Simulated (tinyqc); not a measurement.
What each parameter does: pair of shallow donors (hydrogen-like orbitals).

Each donor has the orbital exp(-r/a); energy unit Ha* = q/(eps a), q = e^2/(4 pi eps0), so that a lone donor is bound by Ha*/2; x = R/a. One electron: S = (1 + x + x^2/3) exp(-x), j = 1/x - (1 + 1/x) exp(-2x), k = (1 + x) exp(-x); levels E(+/-) = -1/2 - (j +/- k)/(1 +/- S) in Ha*, without the repulsion of the ions, split by D = |E(-) - E(+)|. In six valleys the overlaps S and k are multiplied by v = [cos(K Rx) + cos(K Ry) + cos(K Rz)]/3, K = k0 (2 pi/a_lat), for isotropic envelopes and the symmetric valley state.

Two electrons, Heitler-London: with S' = (1 - x + x^2/3) exp(x), C = 1/x - exp(-2x)(1/x + 11/8 + 3x/4 + x^2/6), X = (1/5){exp(-2x)(25/8 - 23x/4 - 3x^2 - x^3/3) + (6/x)[S^2 (0.5772157 + ln x) + S'^2 Ei(-4x) - 2 S S' Ei(-2x)]}, Q = C - 2j + 1/x and A = X - 2 S k + S^2/x, the singlet and triplet lie at (Q +/- w A)/(1 +/- w S^2) from two lone donors, with the valley weight w = v^2; the exchange is J = triplet - singlet.

Constants: e^2/(4 pi eps0) = 14.39964547 eV angstrom.

Values chosen for the exercise (near those of two donors in Si; shifted at random, so the results belong to these values and not to a real crystal):
- a = 19 angstrom (orbital radius)
- eps = 11.5 (dielectric constant)
- n = (19, 0, 0) a_lat (separation vector)
- a_lat = 5.431 angstrom (lattice constant)
- k0 = 0.843 2 pi/a_lat (valley position)

x, D = |E(-) - E(+)| and J.

Results for these values:
```
case      x  D (meV)  J (micro-eV)
base  5.431    1.990           148
```

What happens to each result for a = 17.1 angstrom, all else kept?

Answer: x rises from 5.431 to 6.034; D falls from 1.990 to 1.353; J falls from 148 to 62.1.

The same for each parameter in turn:
```
case                       x  D (meV)  J (micro-eV)
base                   5.431    1.990           148
a = 17.1 angstrom      6.034    1.353          62.1
eps = 12.7             5.431    1.802           134
k0 = 0.823 2 pi/a_lat  5.431   0.8923          30.0
n = (20, 0, 0) a_lat   5.717    1.390          72.6
```

Computed by tinyqc, a small Python program: `OMP_NUM_THREADS=1 python tinyqc.py 1281967 1281968 out.jsonl` (the numbers bound the seed that draws the inputs); one thread of a shared host (Intel(R) Xeon(R) Processor @ 2.30GHz), about 0.01 s for the whole set of steps.
